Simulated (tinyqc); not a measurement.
Where the gap correction goes: band offset from the macroscopic average of a supercell potential.

dEv = Ev(A) - Ev(B) = Ev1 - (dV + Ev2); dEc = Ec(B) - Ec(A) = Eg2 - Eg1 - dEv. The correction of a gap, c = Eg[1] - Eg[0], lowers the valence top by fv c and leaves dV, a ground-state quantity, as it is. Type I: dEv and dEc of one sign; II: opposite signs; III: no overlap of the gaps.

Values chosen for the exercise (gaps near those of InAs and GaSb; the results hold for these values, not for the real material):
- Ev1 = 5.51 eV (valence top of bulk A above its mean potential)
- Eg1 = (0.05, 0.43) eV (gap of A: semi-local value, corrected value)
- Ev2 = 7.05 eV (valence top of bulk B above its mean potential)
- Eg2 = (0.1, 0.78) eV (gap of B: semi-local value, corrected value)

dV = B - A = -0.7691 eV

fv1 and fv2 are varied.

Offsets (eV):

| fv1 | fv2 | dEv | dEc |
|---|---|---|---|
| 0.0 | 0.0 | -0.771 | 1.121 |
| 0.5 | 0.5 | -0.621 | 0.971 |
| 1.0 | 1.0 | -0.471 | 0.821 |
| 0.0 | 1.0 | -0.091 | 0.441 |
| 1.0 | 0.0 | -1.151 | 1.501 |
| 0.3 | 0.7 | -0.409 | 0.759 |

dEv + dEc = 0.350 eV in every row, but dEv alone spans 1.06 eV, the sum of the two corrections. A scissor on the conduction bands alone (first row) keeps the semi-local dEv; with equal shares fv the shift is fv times the difference of the corrections, +0.30 eV, against their sum of 1.06 eV: with like shares the error cancels only in part.

tinyqc: `OMP_NUM_THREADS=1 python tinyqc.py 1850624 1850625 out.jsonl`; about 0.01 s, one thread, shared Intel(R) Xeon(R) Processor @ 2.30GHz.
